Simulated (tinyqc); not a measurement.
Optical gain and spontaneous emission in a bulk direct-gap semiconductor, step by step. Values are carried at full precision from step to step, so a last printed digit may differ when a step is redone from the rounded ones.

F_j(eta) = (1/Gamma(j + 1)) integral_0^infinity x^j dx/(1 + exp(x - eta)), which tends to exp(eta) for eta << 0.

Quasi-Fermi levels: n = Nc F_1/2(Fc/kT) and p = Nv F_1/2(Fv/kT), Fc counted up from the conduction edge and Fv down from the valence edge; Nc, Nv from N = 2 (m kB T/(4 pi c))^(3/2) with c = hbar^2/2m0, in 1/angstrom^3; times 1e24 for 1/cm^3, with me and (mhh^(3/2) + mlh^(3/2))^(2/3).

Constants: hbar^2/2m0 = 3.80998211 eV angstrom^2; kB = 8.617333262e-05 eV/K; fine-structure constant alpha = 0.007297352564; hbar = 6.58211957e-16 eV s; hbar c = 1973.269805 eV angstrom.

Values chosen for the exercise (near those of InGaAs; shifted at random, so the results belong to these values and not to a real crystal):
- me = 0.0402 m0 (electron mass)
- mhh = 0.457 m0 (heavy-hole mass)
- mlh = 0.0498 m0 (light-hole mass)
- n = 8.2e+17 1/cm^3 (injected density, n = p)
- T = 200 K
- Eg = 0.747 eV (direct gap)
- Ep = 22.2 eV (Kane energy)
- nr = 3.6 (refractive index)
- E = 0.777 eV (photon energy)

## Quasi-Fermi levels

Solve for Fc and Fv.

kT = 0.017235 eV
Nc = 1.101e+17 1/cm^3
Nv = 4.372e+18 1/cm^3
Fc = 0.0761 eV
Fv = -0.0277 eV
Fc + Fv = 0.0484 eV

The separation of the quasi-Fermi levels exceeds the gap, so photons between Eg and Eg + (Fc + Fv) see gain. The quasi-Fermi level of the electrons lies inside the band, that of the holes in the gap.

## Absorption of the empty crystal

Parabolic bands, vertical transitions, no excitons. For each hole band j: mr = me mj/(me + mj); joint density of states J_j(E) = (mr/c)^(3/2) sqrt(E - Eg)/(2 pi^2), both spins, c = hbar^2/2m0; averaged matrix element |e.p|^2 = m0 Ep/6; alpha_j(E) = 4 pi^2 alpha_f c Ep J_j/(3 nr E) in 1/angstrom (alpha_f the fine-structure constant, listed as alpha among the constants), times 1e8 for 1/cm.

Evaluate at E for heavy and light holes.

mr, J and alpha of each hole band:
```
hole   mr (m0)  J (1/(eV angstrom^3))  alpha (1/cm)
heavy  0.03695              8.380e-06        2433.4
light  0.02224              3.914e-06        1136.6
```

The heavy-hole band gives 68 % of the total, 3570 1/cm.

## Occupations and gain at E

For band j the electron sits at Ee = (E - Eg) mr/me above its edge and the hole at Eh = (E - Eg) mr/mj; fe = 1/(1 + exp((Ee - Fc)/kT)), fh = 1/(1 + exp((Eh - Fv)/kT)); gain g = sum_j alpha_j (fe + fh - 1).

Use mr and alpha from the table.

Energies, occupations and gain of each hole band:
```
hole   Ee (eV)  Eh (eV)     fe     fh  g (1/cm)
heavy   0.0276   0.0024  0.944  0.148       223
light   0.0166   0.0134  0.969  0.084        61
```

total gain = 284 1/cm

E - Eg = 0.0300 eV is below Fc + Fv = 0.0484 eV, so both bands give gain (Bernard-Duraffourg).

## Spontaneous emission

Spontaneous rate: R = integral of (nr E/(hbar c))^2/(pi^2 hbar) sum_j alpha_j fe fh dE, with alpha in 1/cm and (nr E/(hbar c))^2 in 1/cm^2 (1e16 per 1/angstrom^2); B = R/(n p); lifetime n/R.

Integrate over photon energy.

R = 1.23e+26 1/(cm^3 s)
B = 1.83e-10 cm^3/s
radiative lifetime = 6.66 ns

## Checks

- B at n = 1e13 1/cm^3 against the van Roosbroeck-Shockley value from alpha and ni^2 (cm^3/s): both 2.64e-10.

tinyqc: `OMP_NUM_THREADS=1 python tinyqc.py 1682383 1682384 out.jsonl`; about 0.08 s, one thread, shared Intel(R) Xeon(R) Processor @ 2.30GHz.
